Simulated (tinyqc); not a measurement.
Inside a calculation. Model: free and trapped electrons in a MOS channel with a dense trap tail.

Computed by the program tinyqc: `OMP_NUM_THREADS=1 python tinyqc.py 2222204 2222205 out.jsonl`, one thread of a shared Intel Xeon 2.30GHz, about 0.02 s for the whole run. Printed values are rounded.

p-type body, charge-sheet picture, full ionisation (an idealisation for deep acceptors), Boltzmann statistics for free electrons. e = Ec - EF at the surface. Acceptor-like traps of density D(E) = D0 + De exp(-E/Ew) at depth E below Ec, from 0 to Eu, hold n_t = integral of D(E)/(1 + exp((e - E)/Vt)). psi = Eg - Vt ln(Nv/Na) - e; N_dep = sqrt(2 eps0 eps_r Na (psi - Vt)/q); n_f = sqrt(N_dep^2 + 2 eps0 eps_r Vt Nc exp(-e/Vt)/q) - N_dep; Vg = Vfb + psi + q (N_dep + n_t + n_f)/Cox, Cox = eps0 eox/tox.

Parameters, values chosen for the exercise; band and dielectric values close to those of 4H silicon carbide: temperature T = 300 K; band gap Eg = 3.24 eV; relative permittivity eps_r = 9.89; conduction-band density of states at T Nc = 1.68e19 cm^-3; valence-band density of states at T Nv = 2.54e19 cm^-3; relative permittivity of the insulator eox = 3.9; insulator thickness tox = 37 nm; acceptor density Na = 1e16 cm^-3; flat-band voltage without trapped charge Vfb = -2.72 V; constant background density of acceptor-like traps D0 = 1e10 cm^-2 eV^-1; density of the tail at the conduction edge De = 3.4e12 cm^-2 eV^-1; decay energy of the tail Ew = 0.11 eV; depth below Ec down to which the traps reach Eu = 0.89 eV; mobility of free electrons mf = 85 cm^2/(V s); Ec - EF at the surface e = 0.062 eV.

Constants: q = 1.602176634e-19 C, kB = 1.380649e-23 J/K, Vt = kB T/q, eps0 = 8.8541878128e-14 F/cm where lengths are in cm. Results are converted to the units shown.

## Trapped charge

Trapezoid rule on 12 equal steps from 0 to Eu, f = 1/(1 + exp((e - E)/Vt)).

| point | E (eV) | D(E) f (cm^-2 eV^-1) |
|---|---|---|
| 0 | 0 | 2.84070e11 |
| 1 | 0.0741667 | 1.07253e12 |
| 2 | 0.148333 | 8.62186e11 |
| 3 | 0.2225 | 4.58877e11 |
| 4 | 0.296667 | 2.39165e11 |
| 5 | 0.370833 | 1.26782e11 |
| 6 | 0.445 | 6.95059e10 |
| 7 | 0.519167 | 4.03208e10 |
| 8 | 0.593333 | 2.54497e10 |
| 9 | 0.6675 | 1.78723e10 |
| 10 | 0.741667 | 1.40113e10 |
| 11 | 0.815833 | 1.20439e10 |
| 12 | 0.89 | 1.10415e10 |

n_t = 2.28901e11 cm^-2

With 1600 steps n_t = 2.316e11 cm^-2; the coarse value is 1.2 % below it.

## Charges and gate voltage

psi, N_dep, n_f and Vg as defined, with the n_t given; free share n_f/(n_f + n_t); apparent mobility mf n_f/(n_f + n_t); gate voltage spent on traps q n_t/Cox.

psi = 2.97532 V
N_dep = 5.67812e11 cm^-2
n_f = 3.00430e11 cm^-2
Vg = 2.13881 V
free share = 56.7566 %
apparent mobility = 48.2431 cm^2/(V s)
gate voltage spent on traps = 0.392958 V
